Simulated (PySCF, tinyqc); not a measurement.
CID on RHF in the sto-3g basis, for H4, spin multiplicity 1, step by step. The lowest restricted solution is unstable here: a spin-polarised one lies 0.0327 hartree lower (PySCF). One step of it, computed by the program tinyqc.

Question. CID: roots. Diagonalise (each vector has its largest component positive (the first on a tie)); all determinants have Ms = 0, so triplets appear too. The lowest singlet root is the correlation energy.

Occupation strings over the orbitals (2 doubly, a alpha, b beta, 0 empty; spin orbitals ordered 1a 1b 2a 2b ...): 2200 aabb 2020 20ab ab20 abab 20ba 2002 abba ab02 ba20 baab 0220 02ab baba ba02 02ba 0202 bbaa

H - E(HF) between determinants (hartree), lower triangle:
```
           2200       aabb       2020       20ab       ab20       abab       20ba       2002
2200   0.000000
aabb  -0.021291   0.674304
2020   0.111802   0.093932   0.652247
20ab   0.000384  -0.000315  -0.000347   0.794054
ab20  -0.000315   0.000384   0.000085   0.076261   0.724744
abab  -0.093932  -0.111802   0.097553  -0.000349   0.000200   0.835039
20ba  -0.000384   0.000306   0.000347  -0.202566  -0.191485   0.000000   0.794054
2002   0.118611  -0.115223   0.202566  -0.001459   0.000000   0.191485   0.001459   0.954180
abba   0.115223  -0.118611  -0.191485   0.000000  -0.000944  -0.202566  -0.000971  -0.076261
ab02   0.000306  -0.000384   0.000000   0.191485   0.202566  -0.000168  -0.097553  -0.001405
ba20   0.000315  -0.000361  -0.000085  -0.191485  -0.191681   0.000000   0.076261   0.000000
baab   0.115223  -0.114901  -0.191485   0.000971   0.000000  -0.191681   0.000000  -0.076261
0220   0.114901  -0.115223   0.191681   0.000000   0.001368   0.191485   0.000000   0.000000
02ab  -0.000361   0.000315   0.000000   0.191681   0.191485   0.000312   0.000000   0.000000
baba  -0.093932  -0.101518   0.097553   0.000000   0.000000   0.000000   0.000349   0.191485
ba02  -0.000306   0.000361   0.000000  -0.097553   0.000000   0.000000   0.191485   0.001405
02ba   0.000361  -0.000306   0.000000   0.000000  -0.097553   0.000000   0.191681   0.000000
0202   0.101518   0.093932   0.000000   0.000000   0.000000   0.097553   0.000000   0.191681
bbaa  -0.021291   0.000000   0.093932  -0.000306   0.000361  -0.101518   0.000315  -0.115223

           abba       ab02       ba20       baab       0220       02ab       baba      ba02
abba   0.855231
ab02   0.000912   0.983843
ba20   0.000000   0.000000   0.724744
baab   0.000000   0.000000   0.000944   0.855231
0220  -0.076261   0.000000  -0.001368  -0.076261   0.811560
02ab   0.000000   0.076261  -0.097553  -0.000934   0.001491   0.910534
baba  -0.191681   0.000000  -0.000200  -0.202566   0.191485   0.000000   0.835039
ba02   0.000000  -0.191681   0.202566  -0.000912   0.000000  -0.191485   0.000168  0.983843
02ba   0.000934  -0.191485   0.191485   0.000000  -0.001491  -0.202566  -0.000312  0.076261
0202  -0.191485  -0.000122   0.000000  -0.191485   0.202566   0.000379   0.097553  0.000122
bbaa  -0.114901  -0.000361  -0.000384  -0.118611  -0.115223   0.000306  -0.111802  0.000384

           02ba      0202      bbaa
02ba   0.910534
0202  -0.000379  1.027826
bbaa  -0.000315  0.093932  0.674304
```

Give: lowest roots of this matrix, relative to E(HF); lowest vectors; <S^2> of these roots; weight of the ground state by excitation level 0, 1, 2, ....

Answer.

lowest roots of this matrix, relative to E(HF) (hartree): -0.119  0.227  0.233  0.236  0.629  0.643  0.674  0.719

lowest vectors:
```
      root 1  root 2  root 3  root 4
2200   0.932   0.000   0.000   0.059
aabb   0.018   0.408   0.000  -0.269
2020  -0.178   0.000   0.000   0.570
20ab   0.000   0.000   0.376  -0.001
ab20   0.000   0.000   0.431   0.002
abab   0.115   0.408   0.000   0.132
20ba   0.000   0.000   0.376   0.001
2002  -0.106   0.000   0.000  -0.379
abba  -0.134   0.408   0.002   0.137
ab02   0.000   0.000  -0.282  -0.001
ba20   0.000   0.000   0.431  -0.002
baab  -0.134   0.408  -0.002   0.137
0220  -0.119   0.000   0.000  -0.468
02ab   0.000   0.000  -0.306   0.001
baba   0.115   0.408   0.000   0.132
ba02   0.000   0.000  -0.282   0.001
02ba   0.000   0.000  -0.306  -0.001
0202  -0.111   0.000   0.000   0.302
bbaa   0.018   0.408   0.000  -0.269
```

<S^2> of these roots: 0.000  6.000  2.000  0.000  2.000  0.000  2.000  0.000

weight of the ground state by excitation level 0, 1, 2, ...: 0.868  0.000  0.132

The reference has a weight of only 0.87: one determinant is a poor start here.
